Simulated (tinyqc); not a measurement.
Hubbard ring of 3 sites, step by step. One step of it, computed by the program tinyqc.

Problem. The many-body Hamiltonian. Basis: all placements (u, d, 2, 0 on each site), up operators ordered before down ones; hops carry the sign of the same-spin electrons passed.

one-body matrix (hopping and site energies) (eV), lower triangle:
```
           1          2         3
1   0.000000
2  -0.540000   0.000000
3  -0.540000  -0.540000  0.000000
```

U = 7.500000 eV

electrons, up and down: 1  1

Give: H.

Solution.

H (eV), lower triangle:
```
        200     ud0     u0d     du0     020     0ud     d0u     0du
200   7.500
ud0  -0.540   0.000
u0d  -0.540  -0.540   0.000
du0  -0.540   0.000   0.000   0.000
020   0.000  -0.540   0.000  -0.540   7.500
0ud   0.000   0.000  -0.540  -0.540  -0.540   0.000
d0u  -0.540   0.000   0.000  -0.540   0.000   0.000   0.000
0du   0.000  -0.540   0.000   0.000  -0.540   0.000  -0.540   0.000
002   0.000   0.000  -0.540   0.000   0.000  -0.540  -0.540  -0.540

       002
002  7.500
```
